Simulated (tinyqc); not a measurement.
From results back to parameters: buckled dimers of a reconstructed (001) surface, two dangling bonds a dimer. Two cases, with inputs chosen for the exercise.

Problem. With tp the pi coupling of the two dangling bonds, gm their shift per height and kf the force constant (elastic energy kf z^2), an isolated buckled dimer has gap 2 gm^2/kf, buckling z with (gm z)^2 + tp^2 = (gm^2/kf)^2, and charge gm z/(gm^2/kf) moved to the up atom. The values come from hidden parameters.

Case 1.

gap = 1.275103 eV
z = 0.222627 angstrom
charge moved = 0.778697 e

Case 2.

gap = 1.297793 eV
z = 0.245843 angstrom
charge moved = 0.734993 e

Find: tp; gm; kf.

Solution. With x half the gap and c the charge: tp = x sqrt(1 - c^2), gm = x c/z, kf = gm^2/x.

Case 1.

tp = 0.40 eV
gm = 2.23 eV/angstrom
kf = 7.8 eV/angstrom^2

Case 2.

tp = 0.44 eV
gm = 1.94 eV/angstrom
kf = 5.8 eV/angstrom^2

Computed by tinyqc, one run a case: `OMP_NUM_THREADS=1 python tinyqc.py N N+1 out.jsonl` with N = 1482280, 1482353; one thread of a shared Intel(R) Xeon(R) Processor @ 2.30GHz, about 0.06 s a run at most.
